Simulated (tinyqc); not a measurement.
From results back to parameters: cylindrical quantum wire. Three cases, with inputs chosen for the exercise.

Problem. For a hard-walled cylinder E = c (x/R)^2/mw, c = hbar^2/2m0, with x = 2.404826 for (1,0) and 3.831706 for (1,1). The spacing of these subbands was computed from a hidden radius.

Constants: hbar^2/2m0 = 3.80998211 eV angstrom^2.

Case 1.

Values chosen (out of a larger set: near those of a GaAs wire in AlGaAs; not measured data): mw = 0.0678 m0 (mass inside).

spacing = 53.147 meV

Case 2.

Values chosen (out of a larger set: near those of an InGaAs wire in InP; not measured data): mw = 0.0409 m0 (mass inside).

spacing = 44.818 meV

Case 3.

Values chosen (out of a larger set: near those of a non-polar GaN wire in AlN; not measured data): mw = 0.203 m0 (mass inside).

spacing = 652.405 meV

Find: R; E(1,0).

Solution. R = sqrt(c (3.831706^2 - 2.404826^2)/(mw x spacing)).

Case 1.

R = 97.0 angstrom
E(1,0) = 0.0345 eV

Case 2.

R = 136.0 angstrom
E(1,0) = 0.0291 eV

Case 3.

R = 16.0 angstrom
E(1,0) = 0.4240 eV

Computed by tinyqc, one run a case: `OMP_NUM_THREADS=1 python tinyqc.py N N+1 out.jsonl` with N = 1252352, 1252354, 1252760; one thread of a shared Intel(R) Xeon(R) Processor @ 2.30GHz, about 0.03 s a run at most.
